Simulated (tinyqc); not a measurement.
Strained Delta valleys, repopulation and conductivity mass: mobility against stress.

A cubic crystal with three pairs of conduction valleys along x, y and z under uniaxial stress X along [110] (X > 0 is tension); current along [110]. Non-degenerate electrons, fixed total density, one relaxation time for all valleys and stresses, masses unchanged by strain, so the mobility goes as the mean inverse mass.

Stress s_ij = X a_i a_j with a the unit vector along [110]; strain e_ii = s11 s_ii + s12 (s_jj + s_kk), e_ij = s44 s_ij/2. Valley shift dE = Xu (n.e.n - trace(e)/3) with n the valley axis; share f proportional to exp(-dE/Vt). Inverse mass along the current d = [110]: (n.d)^2/ml + (1 - (n.d)^2)/mt; mu/mu0 = sum f (1/m) over the plain mean of 1/m. The linear estimate is 1 - pi X with pi the small-stress slope -d(mu/mu0)/dX.

Inputs (values chosen for the exercise); values close to those of silicon:
- T = 325 K (temperature)
- s11 = 7.9 1/TPa (compliance)
- s12 = -2.09 1/TPa (compliance)
- s44 = 12.6 1/TPa (compliance)
- Xu = 9.06 eV (shear deformation potential)
- ml = 0.919 m0 (longitudinal mass)
- mt = 0.189 m0 (transverse mass)

Constants: q = 1.602176634e-19 C, kB = 1.380649e-23 J/K, Vt = kB T/q. Results are converted to the units shown.

Result of one run:

| splitting (meV) | largest share | mu/mu0 | linear estimate |
|---|---|---|---|
| 4.5255 | 0.37015 | 1.0199 | 1.0194 |

Which uniaxial stress (tension positive) X gave this result: 50, 100, 700, 1000 or 2500 MPa?

X = 100 MPa.

The whole series:

| X (MPa) | splitting (meV) | largest share | mu/mu0 | linear estimate |
|---|---|---|---|---|
| 25 | 1.1314 | 0.34237 | 1.0049 | 1.0048 |
| 50 | 2.2627 | 0.35152 | 1.0098 | 1.0097 |
| 100 | 4.5255 | 0.37015 | 1.0199 | 1.0194 |
| 200 | 9.0509 | 0.40855 | 1.0406 | 1.0388 |
| 400 | 18.102 | 0.48830 | 1.0837 | 1.0776 |
| 700 | 31.678 | 0.60777 | 1.1483 | 1.1358 |
| 1000 | 45.255 | 0.71560 | 1.2065 | 1.1940 |
| 1500 | 67.882 | 0.84950 | 1.2788 | 1.2910 |
| 2500 | 113.14 | 0.96599 | 1.3418 | 1.4849 |

The ratio mu/mu0 rises from 1.00 to 1.34; pi = -19.4e-11 1/Pa. The linear estimate of the change is 0.9934 times the computed change in the first row and 1.42 times it in the last: once the splitting is several Vt (Vt = 28.0 meV) the upper valleys are nearly empty and little is left to move. At X = 2500 MPa the stress passes 1.5 GPa, where intervalley scattering and masses change too.

Range of the model: Shear strain also changes the transverse masses of these valleys, which is left out.

Numbers from tinyqc (`OMP_NUM_THREADS=1 python tinyqc.py 2530086 2530087 out.jsonl`; about 0.01 s on one thread of a shared Intel Xeon 2.30GHz).
